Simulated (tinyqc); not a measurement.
The scattering mechanism: Boltzmann transport in a parabolic band with a power-law relaxation time.

F_j(eta) = (1/Gamma(j + 1)) integral_0^infinity x^j dx/(1 + exp(x - eta)), which tends to exp(eta) for eta << 0.

tau = tau0 x^r with x = E/kT. With K_j = Gamma(j + 1) F_j(eta): <tau> = tau0 (r + 3/2) K_(r+1/2)/((3/2) K_(1/2)); mu = <tau>/(mc m0/e), m0/e = 5.685630e-12 kg/C; Hall factor rH = (3/2) K_(1/2) (2r + 3/2) K_(2r+1/2)/((r + 3/2) K_(r+1/2))^2; Seebeck S = -(kB/e) [(r + 5/2) K_(r+3/2)/((r + 3/2) K_(r+1/2)) - eta]; Lorenz number L = (kB/e)^2 [(r + 7/2) K_(r+5/2)/((r + 3/2) K_(r+1/2)) - ((r + 5/2) K_(r+3/2)/((r + 3/2) K_(r+1/2)))^2]; kB/e in V/K. Valley anisotropy is left out of rH.

Constants: kB = 8.617333262e-05 eV/K.
eta = 2.54465

Same eta for each exponent.

Results:
```
r                                     mechanism  <tau>/tau0     rH  S (microvolt/K)  L (1e-8 W ohm/K^2)
-0.5                           acoustic phonons       0.535  1.064            -96.8               1.928
0.0                  a constant relaxation time       1.000  1.000           -127.8               2.078
0.5   polar optical or piezoelectric scattering       1.964  1.044           -157.8               2.262
1.5                          ionised impurities       8.593  1.398           -217.8               2.728
```

What can be read from this table?

From r = -1/2 to 3/2 |S| grows by 121.0 microvolt/K, against 2 kB/e = 172.3 in the non-degenerate limit: scattering that favours fast electrons raises the mean energy carried. rH is 1 only for constant tau and reaches 1.398 for r = 3/2; L spans 1.928 to 2.728 against the metallic 2.443.

tinyqc: `OMP_NUM_THREADS=1 python tinyqc.py 1680737 1680738 out.jsonl`; about 0.01 s, one thread, shared Intel(R) Xeon(R) Processor @ 2.30GHz.
